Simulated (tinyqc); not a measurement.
Two-sublattice mean-field magnet: ferrimagnet, compensation points and susceptibility. Changing the T over T_c. Computed by tinyqc, a small Python program. Command: `OMP_NUM_THREADS=1 python tinyqc.py 3000432 3000433 out.jsonl ferri sweep`. One thread of a shared host (Intel(R) Xeon(R) Processor @ 2.30GHz), about 0.02 s of CPU time with the checks.

A random alloy A(1-x)B(x) with H = -sum over pairs J S_i.S_j. a = <S_A> and b = <S_B> are taken along z, a > 0. Exchange fields: h_A = (1 - x) zJ_AA a + x zJ_AB b, h_B = (1 - x) zJ_AB a + x zJ_BB b; a = S_A B_(S_A)(S_A h_A/(k_B T)) and likewise for b, with the Brillouin function B_S(y) = [(2S + 1)/(2S)] coth[(2S + 1) y/(2S)] - [1/(2S)] coth[y/(2S)].

Inputs (values chosen for the exercise, for a model ferrimagnet):

| quantity | value | unit |
|---|---|---|
| spin S_A | 1 | - |
| spin S_B | 2.5 | - |
| g factor g_A | 2 | - |
| g factor g_B | 2 | - |
| fraction x of B sites | 0.3 | - |
| z J_AA | 81.9 | meV |
| z J_BB | 9.1 | meV |
| z J_AB | -16 | meV |
| largest number of steps | 3000 | - |

Constants: k_B = 8.617333262e-05 eV/K.

Method:
- Linearised, T (a, b) = M (a, b) with M_ij = S_i (S_i + 1) c_j zJ_ij/(3 k_B), c_A = 1 - x, c_B = x. T_c is the larger eigenvalue, and its eigenvector gives b/a at onset, (T_c - M_AA)/M_AB.
- Repeat from a = S_A, b = -S_B until a and b change by less than 1e-10.
- Net moment m = (1 - x) g_A a + x g_B b in mu_B per site; net spin s = (1 - x) a + x b. At T = 0, a = S_A and b = -S_B. Effective g = m/s.

One run for each value:

| T over T_c | net moment m (mu_B) | net spin s | a | b |
|---|---|---|---|---|
| 0.10 | -0.09216 | -0.04608 | 1.00000 | -2.4869 |
| 0.21 | -0.00957 | -0.00479 | 0.99963 | -2.3484 |
| 0.31 | 0.10860 | 0.05430 | 0.99473 | -2.1400 |
| 0.42 | 0.24770 | 0.12385 | 0.97560 | -1.8636 |
| 0.52 | 0.35983 | 0.17991 | 0.93993 | -1.5934 |
| 0.62 | 0.44135 | 0.22067 | 0.88199 | -1.3224 |
| 0.73 | 0.48035 | 0.24017 | 0.78461 | -1.0302 |
| 0.83 | 0.45446 | 0.22723 | 0.65132 | -0.7623 |
| 0.94 | 0.31442 | 0.15721 | 0.40511 | -0.4212 |

Over the rows, net moment m (mu_B) goes from -0.0922 through a maximum among these rows, 0.480 at 0.730, to 0.314; net spin s goes from -0.0461 through a maximum among these rows, 0.240 at 0.730, to 0.157; a falls from 1.000 to 0.405 (exponent d ln y / d ln x -5.0e-4 between the first rows and -3.8 between the last). m changes sign between T/T_c = 0.21 and 0.31: the larger B moment wins when cold, but it is held more weakly and shrinks faster on heating.

Extremes, crossings and ranges named in words are read from the listed rows.
